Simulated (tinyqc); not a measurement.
Ideality, saturation current and resistance from three points.

Question. Well above the saturation current a diode obeys V = n Vt ln(I/I0) + I Rs. Find n, Rs and I0.

Values chosen for this exercise: temperature T = 300 K.

Constants: q = 1.602176634e-19 C, kB = 1.380649e-23 J/K, Vt = kB T/q. Results are converted to the units shown.

currents (A): [7e-6, 0.001, 0.006]
voltages (V): [0.22895182, 0.39597563, 0.45754237]

Solution. V is linear in the three unknowns n Vt, Rs and -n Vt ln I0, so three points give a linear system.

n = 1.30
Rs = 0.270 ohm
I0 = 7.70e-9 A

Computed by the program tinyqc: `OMP_NUM_THREADS=1 python tinyqc.py 2260140 2260141 out.jsonl`, one thread of a shared Intel Xeon 2.30GHz, about 0.01 s for the whole run.
